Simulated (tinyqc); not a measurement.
Range and order of the fit: effective mass of the conduction band from tabulated energies.

c = hbar^2/2m0. A uniform scatter of up to 1 meV has been added to mimic numerical noise.
Constants: hbar^2/2m0 = 3.80998211 eV angstrom^2.

Energies along [110], from the band edge:

| k (1/angstrom) | E (meV) |
|---|---|
| 0.000000 | 0.00000 |
| 0.010000 | 5.37300 |
| 0.020000 | 18.95760 |
| 0.030000 | 42.07480 |
| 0.040000 | 72.40580 |
| 0.050000 | 111.00610 |
| 0.060000 | 155.77170 |
| 0.070000 | 207.45360 |
| 0.080000 | 262.83550 |

reference mass (curvature of the model at k = 0.0001 1/angstrom) = 0.079200 m0

Least-squares fits of E = a k^2 (+ b k^4 + d k^6) over points 1 to n, and the line y = c k^2/E against E; errors of m against the reference.

Results:

| n | E at point n (meV) | one term (%) | two terms (%) | three terms (%) | line (%) | rms residual, one term (meV) |
|---|---|---|---|---|---|---|
| 3 | 42.1 | 2.51 | -1.54 | -15.36 | -9.37 | 0.418 |
| 4 | 72.4 | 5.23 | -1.16 | -2.31 | -7.22 | 0.791 |
| 5 | 111.0 | 7.19 | 0.99 | -2.55 | -5.51 | 1.132 |
| 6 | 155.8 | 9.43 | 1.77 | -0.26 | -4.38 | 1.863 |
| 7 | 207.5 | 11.54 | 2.96 | 0.22 | -3.43 | 2.716 |
| 8 | 262.8 | 14.09 | 3.31 | 1.77 | -2.81 | 4.247 |

The error of the parabola goes from +2.51 to +14.09 % as the range widens, and at n = 8 its residual, 4.25 meV, is only 1.6 % of the top energy: a small residual does not vouch for the mass. Over the full range (n = 8) the best form is three terms (1.77 %); the line errs by -9.37 % at n = 3 and -2.81 % at n = 8. Many terms on few points amplify the scatter: three terms err by -15.4 % at n = 3 but by +1.8 % at n = 8.

tinyqc: `OMP_NUM_THREADS=1 python tinyqc.py 1850103 1850104 out.jsonl`; about 0.01 s, one thread, shared Intel(R) Xeon(R) Processor @ 2.30GHz.
